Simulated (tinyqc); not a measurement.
# n-type polysilicon, carrier trapping at grain boundaries: effect of the grain size

One-dimensional grains of size Lg, uniform ionised doping N, monovalent traps Qt at each boundary at a depth Et below (for electrons) or above (for holes) the band edge there, abrupt depletion of width W on each side of a boundary, Boltzmann statistics. xi is the distance from the band edge at the grain centre to the Fermi level. Trapped charge Qt/(1 + exp((xi + VB - Et)/Vt)) = 2 N W, barrier VB = q N W^2/(2 eps0 eps_r).

If the trap equation with xi = Vt ln(NB/N) has a root W < Lg/2, the grain is partly depleted; otherwise W = Lg/2 and the trap equation gives xi = Et - VB + Vt ln(Qt/(N Lg) - 1). N* = Qt/Lg. n0 = NB exp(-xi/Vt); mean density n0 (1 - 2 W/Lg) by charge balance in a partly depleted grain, and n0 (sqrt(pi)/2) erf(u)/u with u = sqrt(VB/Vt) in a fully depleted one; v = sqrt(kB T/(2 pi ms m0)); barrier resistivity Vt exp(VB/Vt)/(q fe n0 v Lg); grain resistivity (1 - 2 W/Lg)/(q n0 mug); effective mobility 1/(q mean density total resistivity). Rows with xi above 0.45 V, towards mid-gap, are left out, since the other carrier type is ignored.

Values chosen for this exercise; values of the order met in polycrystalline silicon: temperature T = 250 K; relative permittivity eps_r = 11.7; conduction-band density of states at T NB = 2.13e19 cm^-3; trap density of a grain boundary Qt = 4.3e12 cm^-2; depth of the trap level from the majority band edge at the boundary Et = 0.32 eV; mass for thermionic emission ms = 0.27 m0; correction factor of the emission rate fe = 1; mobility inside the grains mug = 40 cm^2/(V s); doping N = 5.7e17 cm^-3.

Constants: q = 1.602176634e-19 C, kB = 1.380649e-23 J/K, m0 = 9.1093837015e-31 kg, Vt = kB T/q, eps0 = 8.8541878128e-14 F/cm where lengths are in cm. Results are converted to the units shown.

Results:
```
Lg (nm),N/N*,depleted share 2 W/Lg,VB (V),xi (V),mean density (cm^-3),resistivity (ohm cm),effective mobility (cm^2/(V s))
10,0.13256,1.0000,0.011019,0.34945,1.6391e12,24688,154.24
17,0.22535,1.0000,0.031846,0.31475,6.4128e12,7628.6,127.58
31,0.41093,1.0000,0.10590,0.22186,2.8633e14,1744.5,12.495
53,0.70256,0.86661,0.23246,0.078005,7.6035e16,457.35,0.17948
94,1.2460,0.48862,0.23246,0.078005,2.9149e17,257.99,0.082998
290,3.8442,0.15838,0.23246,0.078005,4.7972e17,83.809,0.15524
500,6.6279,0.091860,0.23246,0.078005,5.1764e17,48.724,0.24747
```

Estimate the missing row, Lg = 160 nm.

Computed row:
```
Lg (nm),N/N*,depleted share 2 W/Lg,VB (V),xi (V),mean density (cm^-3),resistivity (ohm cm),effective mobility (cm^2/(V s))
160,2.1209,0.28706,0.23246,0.078005,4.0637e17,151.68,0.10126
```

With this row back in the table: As Lg goes from 10 to 500, VB rises from 0.0110 to 0.232 V, the resistivity falls from 24700 to 48.7 ohm cm and the effective mobility goes from 154 through a minimum of 0.0830 (at Lg = 94 among the rows listed) to 0.247 cm^2/(V s). For Lg = 10 VB is below Vt, where abrupt depletion and thermionic emission are rough. For Lg = 53 the grain is near the changeover between partial and full depletion, within a few Debye lengths, where both limits are rough. For Lg = 10, 17 the effective mobility exceeds mug, since drift through the depleted part of the grain is left out.

Computed by the program tinyqc: `OMP_NUM_THREADS=1 python tinyqc.py 2830269 2830270 out.jsonl`, one thread of a shared Intel Xeon 2.30GHz, about 0.01 s for the whole run.
